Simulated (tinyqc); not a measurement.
# Which input was changed?

Model: finite-size error of a charged defect in a periodic cell: Madelung and Makov-Payne terms. Computed by tinyqc, a small Python program. Command: `OMP_NUM_THREADS=1 python tinyqc.py 3004773 3004774 out.jsonl imagecharge which`. One thread of a shared host (Intel(R) Xeon(R) Processor @ 2.30GHz), about 0.9 s of CPU time with the checks.

L is the cube root of the cell volume. The defect charge is a Gaussian, rho(r) = q (2 pi sigma^2)^(-3/2) exp(-r^2/2 sigma^2), repeated periodically in a uniform neutralising background and screened by a continuum. The model cell energy is E(L) = E_0 + [periodic - isolated electrostatic energy].

Inputs (values chosen for the exercise, for a model host):
```
quantity                                     value      unit
charge q                                         2         e
cell length L                                 17.8  angstrom
dielectric constant eps                       6.39         -
width sigma of the defect charge              0.86  angstrom
formation energy of the isolated defect E_0  4.211        eV
```

Supercell lattice: fcc. Screening: isotropic.

Constants: e^2/(4 pi eps_0) = 14.39964548 eV angstrom.

Method:
- Cell vectors: (0,1,1), (1,0,1), (1,1,0), scaled to volume L^3.
- Ewald sum for a unit point charge: scale each Cartesian component of the cell by 1/sqrt(eps_i), giving R', G' and V'; E = [ (1/2) sum erfc(eta R')/R' + (2 pi/V') sum exp(-G'^2/4 eta^2)/G'^2 - eta/sqrt(pi) - pi/(2 V' eta^2) ] e^2/(4 pi eps_0) / sqrt(eps_x eps_y eps_z), over n_i = -6..6, omitting n = (0,0,0), eta = 2/V'^(1/3). alpha = -2 E eps_g L/(e^2/(4 pi eps_0)), eps_g = (eps_x eps_y eps_z)^(1/3).
- Periodic energy of the Gaussian: (2 pi q^2/V) sum_(G != 0) exp(-sigma^2 G^2)/(G.eps.G) x e^2/(4 pi eps_0), n_i = -k..k with k = max(9, L/sigma rounded up). Isolated energy: q^2/(2 sqrt(pi) sigma) <1/(n.eps.n)> e^2/(4 pi eps_0), the mean over directions n, here 1/eps.
- Second radial moment Q = q <r^2> = 3 q sigma^2; E(corrected) = E(L) + q^2 alpha e^2/(4 pi eps_0)/(2 eps L) - 2 pi q Q e^2/(4 pi eps_0)/(3 eps L^3). Errors left are the corrected energies less E_0.

Problem. One of these inputs alone was changed, within the range given: cell length L (8.9 to 30); dielectric constant eps (3.195 to 12.78); width sigma of the defect charge (0.6 to 1.72). Which one, and to what value?

Results:
```
run     error left after the first term (eV)  finite-size error (eV)  point-charge correction -q^2 E (eV)
before                           0.007427244              -0.7238811                            0.7313084
after                            0.009312866              -0.7219955                            0.7313084
```

Solution.

Each candidate set to reproduce error left after the first term, and what it then gives:
```
candidate                                    range searched  value needed  finite-size error (eV)  point-charge correction -q^2 E (eV)
cell length L (angstrom)                          8.9 to 30         16.51                -0.77928                              0.78859
dielectric constant eps                      3.195 to 12.78         5.096                -0.90766                              0.91697
width sigma of the defect charge (angstrom)     0.6 to 1.72        0.9630                -0.72200                              0.73131
```

Only width sigma of the defect charge fits every result: it went from 0.86 to 0.963 angstrom. The next best candidate, cell length L, misses one result by 7.9 %.
